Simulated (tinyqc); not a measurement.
Slope factor and drain-induced lowering from three currents.

Inverse problem. With source and body at 0 V, I = A exp((Vg + dd Vd)/(nf Vt)) (1 - exp(-Vd/Vt)). Find nf, the swing nf Vt ln 10 and dd.

Inputs (values chosen for the exercise): temperature T = 378 K.

Constants: q = 1.602176634e-19 C, kB = 1.380649e-23 J/K, Vt = kB T/q. Results are converted to the units shown.

currents at (Vg, Vd) = (0, 0.05), (0, 0.7) and (0.09, 0.7) V (nA/um): 0.017133311  0.038780609  0.28306488

Solution. The pair at equal Vd gives nf; the pair at equal Vg, after dividing out the factors 1 - exp(-Vd/Vt), gives dd.

nf = 1.39
swing = 104 mV/decade
dd = 0.0400

Numbers from tinyqc (`OMP_NUM_THREADS=1 python tinyqc.py 2242081 2242082 out.jsonl`; about 0.03 s on one thread of a shared Intel Xeon 2.30GHz).
